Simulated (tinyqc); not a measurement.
Inside a calculation. Method: tight binding, dimerised chain. One step of it, computed by the program tinyqc.

Question. Bloch Hamiltonian at k. H_AA = +delta, H_BB = -delta, H_AB = -t1 - t2 exp(-i k a).

Parameters chosen for this model:
```
parameter     value                      unit
t1         1.370000       eV, inside the cell
t2         1.600000         eV, between cells
delta      0.290000  eV, +/- on the two sites
```

k point k (2 pi / a): 0.190000

Give: H(k) at k.

Answer.

H(k) at k (eV):
```
                 A                B
A           0.2900  -1.9590+1.4876i
B  -1.9590-1.4876i          -0.2900
```
